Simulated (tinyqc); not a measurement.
Comparisons within one model: Stoner model of a band ferromagnet. A value that a table varies takes the place of the one given here.

Density of states per atom and spin: semi-elliptic, D(e) = (8 M/(pi W^2)) sqrt(W^2/4 - e^2). Levels e -/+ I m/2 for up and down spin, m = n_up - n_down, n_up + n_down = nd. At zero temperature e(N) is the energy below which N states lie, and E(m) = sum over spins of integral e D de - I m^2/4.

Constants: kB = 8.617333262e-05 eV/K.

Values chosen for the exercise:
```
symbol  value  unit  meaning
W       4.3    eV    band width, e from -W/2 to W/2
M       5            states per atom and spin
nd      7.37         electrons per atom
I       1.03   eV    Stoner parameter
```

## Moment against temperature

Fermi-Dirac occupations on 600 equal energy intervals; m is iterated from saturation until it changes by less than 1e-7 or for 400 rounds; the paramagnet is unstable while I times the mean of D weighted by -df/de exceeds 1.

Results:
```
T/Tc  T (K)  m (muB)  I D(T) of the paramagnet
0.10    852    2.630                     1.405
0.30   2555    2.599                     1.367
0.50   4258    2.449                     1.281
0.65   5536    2.214                     1.199
0.80   6813    1.802                     1.112
0.90   7665    1.335                     1.055
0.95   8091    0.966                     1.027
1.10   9368    0.000                     0.948
```

Tc (from I D(T) = 1) = 8.52e+03 K

What does this show?

kB Tc = 0.734 eV, 0.27 of the exchange splitting at zero temperature. m keeps 0.93 of its first value at half Tc and 0.51 at 0.9 Tc. The model knows only Stoner excitations; spin waves and local moments bring the ordering temperature below the Stoner value.

## Moment against the Stoner parameter

Lowest state for each I.

Results:
```
I (eV)  I D(EF)  m (muB)  E - E(0) (meV)
0.44      0.602    0.000             0.0
0.59      0.807    0.000             0.0
0.66      0.903    0.000             0.0
0.73      0.999    0.000             0.0
0.81      1.108    2.499           -76.3
0.92      1.259    2.630          -264.1
1.10      1.505    2.630          -575.4
1.32      1.806    2.630          -955.8
```

What does this show?

A moment first appears at I = 0.81 eV of those listed, where I D(EF) = 1.108. It is saturated at 2.630 from I = 0.92 eV on.

## Moment against band filling

Rigid band, I fixed: a Slater-Pauling curve.

Results:
```
nd   I D(EF)  m (muB)  m_max
3.0    1.445    3.000    3.0
4.0    1.506    4.000    4.0
5.0    1.525    5.000    5.0
6.0    1.506    4.000    4.0
6.5    1.481    3.500    3.5
7.0    1.445    3.000    3.0
7.5    1.395    2.500    2.5
8.0    1.328    2.000    2.0
8.5    1.237    1.500    1.5
9.0    1.108    0.939    1.0
9.5    0.904    0.000    0.5
```

What does this show?

Magnetic fillings among those listed: 3.0, 4.0, 5.0, 6.0, 6.5, 7.0, 7.5, 8.0, 8.5 and 9.0; the largest moment is 5.00 at nd = 5. At 3.0, 4.0, 5.0, 6.0, 6.5, 7.0, 7.5, 8.0 and 8.5 the moment is saturated and follows m_max, changing by one per electron.

## What moves the moment

Lowest state for each case. Each row changes one parameter from the base and keeps the others.

Results:
```
case          I D(EF)  m (muB)  E - E(0) (meV)
base            1.409    2.630          -454.3
W = 3.956 eV    1.532    2.630          -560.5
I = 1.112 eV    1.522    2.630          -596.1
nd = 7.07       1.439    2.930          -597.1
```

What can be read from the table?

The largest shifts from the base row, up to three for each result and ties (the steps differ in size, so this ranks the rows, not the parameters). I D(EF): W +0.123, I +0.112, nd +0.029. m (muB): nd +0.300; unchanged at the printed digits by W and I. E - E(0) (meV): nd -142.8, I -141.8, W -106.1.

Run: tinyqc, `OMP_NUM_THREADS=1 python tinyqc.py 1651753 1651754 out.jsonl`; Intel(R) Xeon(R) Processor @ 2.30GHz, one thread, shared host; about 0.3 s of CPU time with all checks.
